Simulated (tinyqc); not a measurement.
Charge neutrality of a doped semiconductor with incomplete ionisation: one step, computed by the program tinyqc. Command: `OMP_NUM_THREADS=1 python tinyqc.py 3004912 3004913 out.jsonl dopant walk`. One thread of a shared host (Intel(R) Xeon(R) Processor @ 2.30GHz), about 0.04 s of CPU time with the checks.

Energies are counted from the top of the valence band; E_D is measured down from the conduction band and E_A up from the valence band.

Problem. Densities at the solution. n = N_c F_1/2((E_F - E_g)/k_B T), p = N_v F_1/2(-E_F/k_B T). F_1/2(eta) = (2/sqrt(pi)) int_0^infinity sqrt(x)/(1 + exp(x - eta)) dx, by the trapezoid rule in t = sqrt(x) with step 0.02 up to t = 12 (for eta < -12 by exp(eta) - exp(2 eta)/2^(3/2)). N_D+ = N_D/(1 + g_D exp((E_F - E_g + E_D)/k_B T)). N_A- = N_A/(1 + g_A exp((E_A - E_F)/k_B T)).

Inputs (values chosen for the exercise, modelled on GaAs):

| quantity | value | unit |
|---|---|---|
| donor density N_D | 4.4e+15 | cm^-3 |
| acceptor density N_A | 2.9e+14 | cm^-3 |
| donor depth E_D | 0.00592 | eV |
| acceptor depth E_A | 0.0274 | eV |
| donor degeneracy g_D | 2 | - |
| acceptor degeneracy g_A | 4 | - |
| temperature T | 350 | K |

Doping: n-type, compensated. Statistics of the bands: Fermi-Dirac.

Fermi level E_F (last iterate) = 1.220688 eV

gap E_g = 1.369699 eV

N_c = 5.656872e+17 cm^-3

N_v = 1.151721e+19 cm^-3

k_B T = 0.03016067 eV

Give: majority density n; minority density p; ionised share of the donors; distance of E_F from the majority band edge.

Solution.

majority density n = 4.035e+15 cm^-3

minority density p = 30.49 cm^-3

ionised share of the donors = 0.9829

distance of E_F from the majority band edge = 0.1490 eV
